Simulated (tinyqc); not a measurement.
Thickness series: Landau-Devonshire theory of a uniaxial ferroelectric. Computed by tinyqc, a small Python program. Command: `OMP_NUM_THREADS=1 python tinyqc.py 3006330 3006331 out.jsonl ferro walk`. One thread of a shared host (Intel(R) Xeon(R) Processor @ 2.30GHz), about 0.01 s of CPU time with the checks.

G(P) = (alpha/2) P^2 + (beta*/4) P^4 + (gamma/6) P^6 - E P per volume, SI units, one domain, P along the polar axis, which is normal to the film.

Inputs (values chosen for the exercise, modelled on lead titanate): alpha_0 = 745000 J m/(C^2 K); Curie-Weiss temperature T0 = 752 K; beta = -2.96e+08 J m^5/C^4; gamma = 1.52e+09 J m^9/C^6; temperature T = 662 K; misfit strain u_m = -0.018; electrostriction Q12 = -0.026 m^4/C^2; compliance s11 + s12 = 5.5e-12 m^2/N; film thickness d = 50 nm; screening length lambda = 0.042 nm; background permittivity eps_b = 8; series capacitance C_d = 1.3 microfarad/cm^2.

Sample: epitaxial film.

Constants: eps_0 = 8.8541878128e-12 F/m.

Method:
- alpha = alpha_0 (T - T0*), with clamping: T0* = T0 + 4 Q12 u_m/(alpha_0 (s11 + s12)), beta* = beta + 4 Q12^2/(s11 + s12).
- Ps^2 = [-beta* + sqrt(beta*^2 - 4 alpha gamma)]/(2 gamma).
- chi = 1/(eps_0 G''), G'' = alpha + 3 beta* P^2 + 5 gamma P^4 at Ps. Ps, chi and the coercive field are for perfect screening, without a depolarising field. The intrinsic coercive field is |alpha P + beta* P^3 + gamma P^5| at the P_c where G'' = 0. 1 C/m^2 = 100 microcoulomb/cm^2.
- Between shorted electrodes with screening length lambda each, the depolarising field is -k P, k = 2 lambda/(eps_0 (d + 2 lambda eps_b)), so alpha turns into alpha + k.
- The polar state is the lowest uniform state while alpha + k < 0 (beta* > 0) or < 3 beta*^2/(16 gamma) (beta* < 0); setting the equality gives the critical thickness d_c.
- Domains are left out, though they can pre-empt both the loss of P and the state at P = 0. The second and third columns are for the shorted capacitor, polar only where it is the lowest uniform state: alpha + k < 0 (beta* > 0) or < 3 beta*^2/(16 gamma) (beta* < 0). The last column is another circuit, the film in series with C_d at P = 0: 1/C = (alpha d)/(1 + alpha eps_0 eps_b) + 1/C_d, and P = 0 is locally stable while 1/C > 0; a dash marks the rest.

alpha = -4.07414e+08 J m/C^2

beta* = 1.95636e+08 J m^5/C^4

critical thickness d_c = 22.6140 nm

spontaneous polarisation Ps = 67.6278 microcoulomb/cm^2

Against thickness:
```
d (nm)  P (microcoulomb/cm^2)  depolarising field (MV/m)  C of the stack / C_d
1                       0.000                       0.00                1.0055
2                       0.000                       0.00                1.0110
3                       0.000                       0.00                1.0166
5                       0.000                       0.00                1.0280
8                       0.000                       0.00                1.0456
15                      0.000                       0.00                1.0891
30                     44.466                     137.54                1.1956
60                     58.916                      92.12                1.4864
150                    64.499                      40.61                5.4965
```

What follows from these numbers?

The polar state appears between 15 and 30 nm (d_c = 22.6 nm), and at 150 nm P is 95.4 % of Ps. The stack exceeds C_d wherever it is stable, up to 5.50 times: the ferroelectric held at P = 0 acts as a negative capacitance.

Extremes, crossings and ranges named in words are read from the listed rows.
